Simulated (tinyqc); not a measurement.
# Elastic strain and critical thickness of a cubic alloy layer A(1-x)B(x) on a thick substrate, step by step

A worked calculation. Computed by tinyqc, a small Python program that keeps every step. Command: `OMP_NUM_THREADS=1 python tinyqc.py 3003894 3003895 out.jsonl misfit walk`. One thread of a shared host (Intel(R) Xeon(R) Processor @ 2.30GHz), about 0.01 s of CPU time with the checks. Intermediate numbers are printed to about 6 digits and carried at full precision; extremes and crossings named in words are read from the listed rows.

Strain is positive in tension. The layer is coherent with the substrate unless said otherwise.

Inputs (values chosen for the exercise, modelled on Ge(1-x)Si(x) on Ge): fraction x of B = 0.053; lattice constant a_A = 5.658 angstrom; lattice constant a_B = 5.431 angstrom; substrate lattice constant a_S = 5.658 angstrom; layer thickness h = 250 nm; biaxial modulus of the substrate M_S = 131 GPa; substrate thickness t_S = 625 micrometre; wafer diameter W = 300 mm; X-ray wavelength = 1.540593 angstrom; start of the iteration h0/b = 1000.

Growth plane: (001). Layer: uncapped. Misfit dislocation: 60-degree.

C11, C12, C44 of A (GPa): [128.1, 47.82, 68.06]

C11, C12, C44 of B (GPa): [164, 62.91, 80.87]

## Alloy by Vegard's rule, and misfit

a = (1 - x) a_A + x a_B, the same rule for each C_ij; misfit f = (a_S - a)/a, the in-plane strain of the coherent layer.

free lattice constant a = 5.645969 angstrom

elastic constants (GPa): C11 130.003, C12 48.620, C44 68.739

misfit f = 0.00213090

The layer is stretched in the plane by 0.21 %.

## Biaxial strain, stress and energy

(001): D = 2 C12/C11, M = C11 + C12 - 2 C12^2/C11. The free surface carries no normal stress, so e_perp = -D f; dV/V = 2 f + e_perp; stress = M f; energy per area = M f^2 h (1 GPa nm = 1 J/m^2).

ratio D = 0.747981

normal strain e_perp = -0.00159387

volume strain dV/V = 0.00266793

biaxial modulus M = 142.256 GPa

in-plane stress = 0.303133 GPa

strain energy per area = 0.161487 J/m^2

## Symmetric X-ray reflection

Reflection 004: d = a_perp/sqrt(16), with a_perp = a (1 + e_perp) for the coherent layer, a for the relaxed layer and a_S for the substrate; sin(theta) = lambda/(2 d).

Bragg angles:
```
crystal         a_perp (angstrom)  theta (degrees)  from substrate (arcsec)
substrate                 5.65800          32.9954                    0.000
coherent layer            5.63697          33.1343                  500.036
relaxed layer             5.64597          33.0747                  285.512
```

peak separation of the coherent layer = 500.036 arcsec

The coherent layer lies 1.75 times as far from the substrate peak as a relaxed one, about 1 + D = 1.75: reading its peak as relaxed would overstate the mismatch by that factor.

## Isotropic constants and the prefactor A

Voigt averages: G = (C11 - C12 + 3 C44)/5, B = (C11 + 2 C12)/3, nu = (3 B - 2 G)/(2 (3 B + G)); b = a/sqrt(2). The 60-degree dislocation has cos alpha = 1/2, and cos lambda = 1/2 on (001). Matthews-Blakeslee: h_c = A [ln(h_c/b) + 1], A = b (1 - nu cos^2 alpha)/(8 pi |f| (1 + nu) cos lambda), the factor 8 pi being that of an uncapped layer.

shear modulus G = 57.5199 GPa

Poisson ratio nu = 0.197011

Burgers vector b = 0.399230 nm

prefactor A = 11.8418 nm

## Critical thickness by fixed-point iteration

Start at h0, put the right side back in, and stop when the change is below 1e-9 h or h turns negative.

Iteration:
```
step  h in (nm)  h out (nm)   change (nm)
1       399.230     93.6420  -3.05588e+02
2        93.642     76.4707  -1.71713e+01
3        76.471     74.0719  -2.39881e+00
4        74.072     73.6945  -3.77416e-01
5        73.694     73.6340  -6.04913e-02
6        73.634     73.6243  -9.72420e-03
7        73.624     73.6227  -1.56395e-03
8        73.623     73.6225  -2.51549e-04
9        73.622     73.6224  -4.04603e-05
10       73.622     73.6224  -6.50784e-06
11       73.622     73.6224  -1.04675e-06
12       73.622     73.6224  -1.68365e-07
13       73.622     73.6224  -2.70807e-08
```

critical thickness h_c (Matthews-Blakeslee) = 73.6224 nm

Converged; near the root each step shrinks the error by A/h_c = 0.161. h_c is 184.4 Burgers vectors.

## Equilibrium strain at the thickness h

For h > h_c the same force balance gives the strain left, |e| = |f| A [ln(h/b) + 1]/h, and below h_c e = f; relaxation = 1 - e/f; dislocations per length across each line direction = (|f| - |e|)/(b cos lambda).

strain left e = 7.50922e-04

relaxation = 64.7603 %

dislocation line density = 6.91320 1/micrometre

h is 3.40 h_c: in equilibrium dislocations lie 145 nm apart; slow nucleation and glide can keep a real layer more strained.

## Wafer curvature of the coherent layer

Stoney: curvature = 6 |stress| h/(M_S t_S^2); radius = 1/curvature; bow = curvature W^2/8.

curvature = 0.00888573 1/m

radius of curvature = 112.540 m

bow = 99.9645 micrometre

Caution: the curvature assumes a coherent layer, but h exceeds h_c.

## Force balance against energy balance

People-Bean: h_c = P ln(h_c/b), P = (1 - nu)/(1 + nu) b^2/(16 pi sqrt(2) a f^2). The misfit is scaled by 0.25, 0.4, 0.6, 1, 1.5, 2.2 at fixed a, b and nu; the upper root is taken, and rows with A < 1.3 b or P < 3 b, where the roots shrink to the core size or vanish, are left out.

Critical thickness:
```
|f| (%)   Matthews-Blakeslee (nm)  People-Bean (nm)    ratio
0.053273                  371.108            118267  318.685
0.085236                  215.907             42440  196.565
0.127854                  134.614             17410  129.333
0.213090                   73.622              5602   76.096
0.319635                   45.237              2252   49.791
0.468798                   28.323               941   33.235
```

The exponents d ln h_c/d ln f are -1.15 and -2.18 between the first rows, steeper than the -1 and -2 of the prefactors because of the logarithm. The ratio falls from 319 to 33.2 as the misfit grows. Where People-Bean lies above, a layer between the lines is metastable: dislocations would lower the energy but have to be nucleated.

Checks made by the program: D and M against the full stiffness tensor (relative difference below 1e-10); h_c against the Lambert function, -A W_(-1)(-b/(A e)) (relative difference below 1e-10).
